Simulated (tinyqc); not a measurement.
Molecular dynamics of a small cluster by velocity Verlet steps: one step, computed by the program tinyqc. Command: `OMP_NUM_THREADS=1 python tinyqc.py 3027642 3027643 out.jsonl verlet walk`. One thread of a shared host (Intel(R) Xeon(R) Processor @ 2.30GHz), about 0.2 s of CPU time with the checks.

E = sum_i {sum_j A exp(-p (r_ij/r0 - 1)) - xi sqrt(rho_i)}, rho_i = sum_j exp(-2 q (r_ij/r0 - 1)); the force on i is -sum_j w_ij (R_i - R_j)/r_ij with w_ij = -(2p/r0) A exp(-p (r_ij/r0 - 1)) + (xi q/r0) exp(-2 q (r_ij/r0 - 1)) (rho_i^(-1/2) + rho_j^(-1/2)).

Problem. Step 1. Velocity Verlet: a = c F/M with c = 9.648533212e-3 angstrom/fs^2 per eV/(angstrom u); R(new) = R + v dt + a dt^2/2; v(new) = v + (a + a(new)) dt/2. Kinetic energy K = M v^2/(2c); temperature T = 2K/((3N - 3) k_B), rotation of the cluster included. After each step v is scaled by sqrt(1 + (dt/tau)(T0/T - 1)).

Inputs (values chosen for the exercise, for model atoms):
```
quantity               value      unit
length r0               2.73  angstrom
repulsion A             0.11        eV
hopping xi              1.44        eV
decay p                 11.5         -
decay q                 3.04         -
atomic mass M           93.3         u
time step dt             3.2        fs
target temperature T0    300         K
coupling time tau        200        fs
```

Potential: Gupta. Thermostat: Berendsen.

starting positions (angstrom):
```
            x      y      z
atom 1  -0.01   0.02   0.03
atom 2    2.5  -0.02   0.02
atom 3   1.25   2.24  -0.01
atom 4   1.26   0.72   2.11
atom 5   1.27   0.74  -2.05
```

starting velocities (angstrom/fs):
```
               x         y         z
atom 1   0.00175   -0.0004   -0.0019
atom 2   0.00193  -0.00068  -0.00122
atom 3  -0.00136   0.00099   0.00035
atom 4  -0.00099   0.00068   0.00247
atom 5  -0.00133  -0.00058    0.0003
```

Constants: 1 eV/(angstrom u) = 9.648533212e-03 angstrom/fs^2; k_B = 8.617333262e-05 eV/K.

Give: positions after step 1; new forces; velocities after step 1; total energy.

Solution.

positions after step 1 (angstrom):
```
             x       y       z
atom 1  -0.004   0.019   0.024
atom 2   2.506  -0.022   0.016
atom 3   1.246   2.243  -0.009
atom 4   1.257   0.722   2.118
atom 5   1.266   0.738  -2.049
```

new forces (eV/angstrom):
```
              x        y        z
atom 1  -0.1464   0.0409   0.0674
atom 2   0.0614   0.1744   0.1318
atom 3   0.0747  -0.3774   0.2341
atom 4   0.0246   0.1291  -0.5827
atom 5  -0.0144   0.0330   0.1493
```

velocities after step 1 (angstrom/fs):
```
                x          y          z
atom 1   0.001705  -0.000387  -0.001895
atom 2   0.001968  -0.000634  -0.001189
atom 3  -0.001342   0.000877   0.000427
atom 4  -0.000987   0.000728   0.002303
atom 5  -0.001343  -0.000574   0.000354
```

total energy = -12.32 eV
